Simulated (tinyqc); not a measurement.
Input admittance of a MOSFET at zero drain bias: distributed channel and distributed gate: one step of the calculation.

Source and drain grounded, strong inversion, w = 2 pi f, Cox = eps0 eox/tox. The channel is an RC line of resistance 1/(mu Cox Vo) per square fed from both ends, so one finger has the intrinsic admittance y = i w Cox L tanh(g)/g per width, g = (1/2) sqrt(i w tau), tau = L^2/(mu Vo). The vertical resistance rv/L is in series with y, the overlaps 2 i w Cov in parallel: y_t = 1/(1/y + rv/L) + 2 i w Cov. The gate strip is a line of Rsh/L per length loaded by y_t, so a finger has Y = y_t Wf tanh(k)/k, k = (Wf/sd) sqrt(y_t Rsh/L); the device has Nf Y.

Task. Input impedance of the device. k and Y as defined; Z = 1/(Nf Y) = R + 1/(i w C); Q = |Im Z|/R; signal at the point farthest from a contact |1/cosh k|.

Inputs (values chosen for the exercise); values of the order met in silicon radio-frequency transistors: channel length L = 1 um; finger width Wf = 13 um; number of fingers Nf = 8; sheet resistance of the gate Rsh = 6.3 ohm/square; number of ends at which a finger is contacted sd = 1; frequency f = 2.9 GHz.

y_t = 8.22764+153.78607i uS/um

Find: k; Nf Y; R; C; Q; signal at the far point.

Result.

k = 0.2939+0.2786i
Nf Y = 1.71+15.84i mS
R = 6.745 ohm
C = 879.7 fF
Q = 9.248
signal at the far point = 0.9934

Computed by the program tinyqc: `OMP_NUM_THREADS=1 python tinyqc.py 2262176 2262177 out.jsonl`, one thread of a shared Intel Xeon 2.30GHz, about 0.01 s for the whole run.
